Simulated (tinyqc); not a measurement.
From results back to parameters: five-level k.p model folded onto the conduction band. Three cases, with inputs chosen for the exercise.

Problem. The levels are known; the mass and the g factor at E = Eg are given. Find Ep and Ep2.

Second-order sums for the lowest conduction level at E: 1/m = 1 + Cm + (Ep/3)(2/E + 1/(E + Dso)) - (Ep2/3)(2/(E7 + D2 - E) + 1/(E7 - E)); g/2 = 1 + Cg - (Ep/3)(1/E - 1/(E + Dso)) - (Ep2/3)(1/(E7 - E) - 1/(E7 + D2 - E)). E is counted from the top of the valence band; E = Eg at the edge.

Case 1.

Values chosen (near those of CdTe; not measured data):
- Eg = 1.61 eV (gap at Gamma to the s-like level)
- Dso = 0.872 eV (spin-orbit splitting)
- E7 = 5.41 eV (upper Gamma7 conduction level, from the valence top)
- D2 = 0.31 eV (its spin-orbit splitting, Gamma8 above Gamma7)
- Cm = -0.6 (remote term in 1/m)
- Cg = -0.02 (remote term in g/2)

m = 0.09911231 m0
g = -0.825264

Case 2.

Values chosen (near those of GaSb; not measured data):
- Eg = 0.823 eV (gap at Gamma to the s-like level)
- Dso = 0.748 eV (spin-orbit splitting)
- E7 = 3.16 eV (upper Gamma7 conduction level, from the valence top)
- D2 = 0.33 eV (its spin-orbit splitting, Gamma8 above Gamma7)
- Cm = -1.6 (remote term in 1/m)
- Cg = 0 (remote term in g/2)

m = 0.03948292 m0
g = -8.516153

Case 3.

Values chosen (near those of InSb; not measured data):
- Eg = 0.221 eV (gap at Gamma to the s-like level)
- Dso = 0.78 eV (spin-orbit splitting)
- E7 = 3.11 eV (upper Gamma7 conduction level, from the valence top)
- D2 = 0.35 eV (its spin-orbit splitting, Gamma8 above Gamma7)
- Cm = -0.4 (remote term in 1/m)
- Cg = 0 (remote term in g/2)

m = 0.01352407 m0
g = -51.045382

Find: coefficients of (Ep, Ep2); right-hand sides 1/m - 1 - Cm and 1 + Cg - g/2; Ep, Ep2.

Solution. Both sums are linear in Ep and Ep2, so two equations fix them.

Case 1.

coefficients of (Ep, Ep2) (1/eV):
```
         1         2
1  0.54838  -0.24993
2  0.07274   0.00662
```

right-hand sides 1/m - 1 - Cm and 1 + Cg - g/2: 9.6896  1.3926

Ep, Ep2 (eV): 18.90  2.70

Case 2.

coefficients of (Ep, Ep2) (1/eV):
```
         1         2
1  1.02222  -0.39260
2  0.19284   0.01765
```

right-hand sides 1/m - 1 - Cm and 1 + Cg - g/2: 25.9274  5.2581

Ep, Ep2 (eV): 26.90  4.00

Case 3.

coefficients of (Ep, Ep2) (1/eV):
```
         1         2
1  3.34959  -0.32121
2  1.17530   0.01247
```

right-hand sides 1/m - 1 - Cm and 1 + Cg - g/2: 73.3422  26.5227

Ep, Ep2 (eV): 22.50  6.30

Computed by tinyqc, one run a case: `OMP_NUM_THREADS=1 python tinyqc.py N N+1 out.jsonl` with N = 1051585, 1051589, 1051599; one thread of a shared Intel(R) Xeon(R) Processor @ 2.30GHz, about 0.01 s a run at most.
